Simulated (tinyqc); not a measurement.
Electron mobility in a silicon inversion layer, empirical terms and Matthiessen rule: one step of the calculation.

Inversion layer of sheet density Ns on a uniformly doped body. The mobility terms are empirical power laws with prefactors chosen for the exercise; adding their inverses (Matthiessen) is itself an approximation.

Question. Mobility terms and their sum. With t = T/(300 K): muC = Ac (Ns/1e12 cm^-2) t/(Nb/1e17 cm^-3 + Nit/1e11 cm^-2), muP = Ap E^(-1/3) t^(-1.75), muS = As E^(-gs); 1/mu is the sum of the inverses.

Values chosen for this exercise; material values close to those of silicon:
- T = 300 K (temperature)
- Nb = 2.1e18 cm^-3 (body doping)
- Ap = 395 cm^2/(V s) (phonon-limited mobility at 1 MV/cm and 300 K)
- As = 738 cm^2/(V s) (roughness-limited mobility at 1 MV/cm)
- gs = 2 (exponent of the roughness term)
- Ac = 3000 cm^2/(V s) (Coulomb prefactor)
- Nit = 2.6e10 cm^-2 (charge at the interface)
- Ns = 8.2e12 cm^-2 (inversion density)

E = 1.4476766 MV/cm

Wanted: terms; mu; shares of 1/mu.

Answer.

terms (cm^2/(V s)): Coulomb 1157, phonon 349.2, roughness 352.1
mu = 152.3 cm^2/(V s)
shares of 1/mu (%): Coulomb 13.16, phonon 43.60, roughness 43.24

The phonon term limits most.

Computed by the program tinyqc: `OMP_NUM_THREADS=1 python tinyqc.py 2510164 2510165 out.jsonl`, one thread of a shared Intel Xeon 2.30GHz, about 0.01 s for the whole run.
